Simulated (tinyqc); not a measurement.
# Global model of a low-pressure process discharge: electron temperature, density, ion flux and ion energy, step by step

A worked calculation. Computed by tinyqc, a small Python program that keeps every step. Command: `OMP_NUM_THREADS=1 python tinyqc.py 3110684 3110685 out.jsonl plasma walk`. One thread of a shared host (Intel(R) Xeon(R) Processor @ 2.30GHz), about 0.01 s of CPU time with the checks. Intermediate numbers are printed to about 6 digits and carried at full precision; extremes and crossings named in words are read from the listed rows.

Maxwellian electrons with temperature T_e in eV, one positive ion, no negative ions, uniform bulk density n; rate constants have the Arrhenius form.

Inputs (values chosen for the exercise, of the order of those of an inductive discharge in a simple atomic gas):

| quantity | value | unit |
|---|---|---|
| ion mass M | 28 | u |
| ionisation prefactor K0 | 4.3e-14 | m^3/s |
| ionisation energy E_iz | 17.3 | eV |
| excitation prefactor X0 | 2.6e-14 | m^3/s |
| excitation energy E_ex | 11.8 | eV |
| elastic rate constant K_el | 1.4e-13 | m^3/s |
| ion-neutral cross section | 7.7e-19 | m^2 |
| pressure p | 0.84 | Pa |
| gas temperature T_g | 300 | K |
| radius R | 14 | cm |
| height L | 6.2 | cm |
| absorbed power P | 170 | W |
| bias power P_b | 200 | W |
| radius of the biased electrode | 10 | cm |
| bias frequency | 13.56 | MHz |
| mixing | 0.2 | - |

Constants: k_B = 1.380649e-23 J/K; e = 1.602176634e-19 C; u = 1.6605390666e-27 kg; m_0 = 9.1093837015e-31 kg; eps_0 = 8.8541878128e-12 F/m.

## Geometry factors

n_g = p/(k_B T_g); lambda_i = 1/(n_g sigma); h_L = 0.86/sqrt(3 + L/(2 lambda_i)), h_R = 0.8/sqrt(4 + R/lambda_i); A_eff = 2 pi R^2 h_L + 2 pi R L h_R; d_eff = pi R^2 L/A_eff.

gas density n_g = 2.02803e+20 1/m^3

ion mean free path = 0.640375 cm

h_L = 0.307125

h_R = 0.157310

A_eff = 464.020 cm^2

d_eff = 8.22737 cm

## A fixed-point cycle for T_e

Particle balance: K0 exp(-E_iz/T_e) n_g d_eff = u_B, u_B = sqrt(e T_e/M). Cycle: T_out = T sqrt(loss/creation) with loss/creation = u_B/(K0 exp(-E_iz/T) n_g d_eff); T -> T + mixing (T_out - T), kept between 0.3 and 60 eV, from 3 eV; stop at |T_out - T| < 1e-9 eV or after 60 steps.

Course:

| step | T (eV) | T_out (eV) | residual (eV) |
|---|---|---|---|
| 0 | 3.00000 | 3.58956 | 5.89558e-01 |
| 1 | 3.11791 | 3.37764 | 2.59729e-01 |
| 2 | 3.16986 | 3.29487 | 1.25017e-01 |
| 3 | 3.19486 | 3.25709 | 6.22253e-02 |
| 4 | 3.20731 | 3.23875 | 3.14429e-02 |
| 5 | 3.21359 | 3.22960 | 1.60044e-02 |
| 6 | 3.21680 | 3.22497 | 8.17582e-03 |
| ... | ... | ... | ... |
| 24 | 3.22015 | 3.22015 | 4.88936e-08 |
| 25 | 3.22015 | 3.22015 | 2.50706e-08 |
| 26 | 3.22015 | 3.22015 | 1.28551e-08 |
| 27 | 3.22015 | 3.22015 | 6.59155e-09 |
| 28 | 3.22015 | 3.22015 | 3.37987e-09 |
| 29 | 3.22015 | 3.22015 | 1.73305e-09 |
| 30 | 3.22015 | 3.22015 | 8.88636e-10 |

last residual = 8.88636e-10 eV

Converged in 31 steps.

## Electron temperature

Root found by bracketing.

T_e = 3.22015 eV

Bohm velocity u_B = 3331.11 m/s

K_iz = 1.99643e-16 m^3/s

## Energy per pair and density

E_c = E_iz + (X0 exp(-E_ex/T_e) E_ex + K_el (3 m_0/M) T_e)/K_iz; wall potential V_s = (T_e/2) ln(M/(2 pi m_0)); E_T = E_c + 2 T_e + T_e/2 + V_s; n = P/(e u_B A_eff E_T); ion current density J = e h_L n u_B; ionised share n/n_g.

collisional loss per pair E_c = 56.8023 eV

wall potential V_s = 14.4947 V

E_T = 79.3473 eV

plasma density n = 8.65128e+10 1/cm^3

ion current density J = 1.41806 mA/cm^2

ionised share = 4.26585e-04

Collisions take 72 % of the power and the walls the rest. T_e came from the particle balance alone; the power sets only n.

## Biased electrode

All bias power goes to ions: V_b = P_b/(J pi r^2). Debye length at the sheath edge lambda_D = sqrt(eps_0 T_e/(e h_L n)); Child-law sheath s = (sqrt2/3) lambda_D (2 V/T_e)^(3/4), V = V_b + V_s; ion transit time tau_i = 3 s sqrt(M/(2 e V)); collisions in the sheath s/lambda_i.

bias voltage V_b = 448.936 V

lambda_D = 81.8388 micrometre

sheath width s = 2.69592 mm

ion transit time = 143.110 ns

transit time over bias period = 1.94057

s/lambda_i = 0.420991

## Pressure series at fixed power

n_g = p/(k_B T_g), lambda_i = 1/(n_g sigma), K_iz = K0 exp(-E_iz/T_e), h_L = 0.86/sqrt(3 + L/(2 lambda_i)), h_R = 0.8/sqrt(4 + R/lambda_i), A_eff = 2 pi R^2 h_L + 2 pi R L h_R and d_eff = pi R^2 L/A_eff follow p. E_c = E_iz + (X0 exp(-E_ex/T_e) E_ex + K_el (3 m_0/M) T_e)/K_iz; E_T = E_c + (5/2) T_e + (T_e/2) ln(M/(2 pi m_0)); n = P/(e u_B A_eff E_T); J = e h_L n u_B. Pressures without a root below 2 E_iz are left out.

Against pressure:

| p (Pa) | T_e (eV) | E_c (eV) | E_T (eV) | n (1/cm^3) | J (mA/cm^2) |
|---|---|---|---|---|---|
| 0.1 | 7.25266 | 32.546 | 83.324 | 3.49015e+10 | 1.27127 |
| 0.2 | 5.17592 | 37.976 | 74.214 | 5.10209e+10 | 1.45694 |
| 0.5 | 3.74281 | 48.388 | 74.592 | 7.30137e+10 | 1.48977 |
| 1.0 | 3.07325 | 60.182 | 81.699 | 9.12424e+10 | 1.38207 |
| 2.0 | 2.59352 | 77.173 | 95.331 | 1.10755e+11 | 1.19701 |
| 5.0 | 2.14048 | 111.804 | 126.790 | 1.36684e+11 | 0.90681 |
| 10.0 | 1.88795 | 152.143 | 165.361 | 1.54474e+11 | 0.69722 |
| 20.0 | 1.68814 | 211.911 | 223.730 | 1.68870e+11 | 0.51606 |

T_e falls from 7.25 to 1.69 eV, n changes by a factor 4.8 and J by 0.41; in J = P h_L/(A_eff E_T), E_T changes by a factor 2.69 and is least at 0.2 Pa, between wall losses at high T_e and excitation losses at low T_e.

Checks made by the program: cycle against bracketing (relative difference 1e-10).
